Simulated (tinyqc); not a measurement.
Deep-level transient spectroscopy: one step of the calculation.

Schottky contact on an n-type layer with shallow donors Nd (all ionised) and a donor-like deep trap, neutral when filled and positive when empty; depletion approximation. Traps within lam of the depletion edge stay filled. A long pulse to Vp fills the traps beyond x1 = Wp - lam; back at Vr those between x1 and x2 = Wr - lam emit. A rate window reads S = C(t2) - C(t1).

Task. Peak temperature. Fixed-point step for en(T) = ew: T(new) = (Et q/kB)/ln(sn g T^2/ew), g = vth Nc/(300 K)^2.

Inputs (values chosen for the exercise); material values close to those of silicon:
```
symbol,value,unit,meaning
Nc,2.82e19,cm^-3,conduction-band density of states at 300 K
vth,2.3e7,cm/s,thermal velocity at 300 K
Et,0.13,eV,depth of the trap below the conduction edge
sn,1.2e-15,cm^2,capture cross-section
```

Constants: q = 1.602176634e-19 C, kB = 1.380649e-23 J/K. Results are converted to the units shown.

ew = 4023.5948 1/s
T at the start = 300 K

Give: T after step 1.

Result.

T after step 1 = 79.06 K

Program tinyqc, `OMP_NUM_THREADS=1 python tinyqc.py 2050051 2050052 out.jsonl`; Intel Xeon 2.30GHz, shared host, one thread, about 0.01 s.
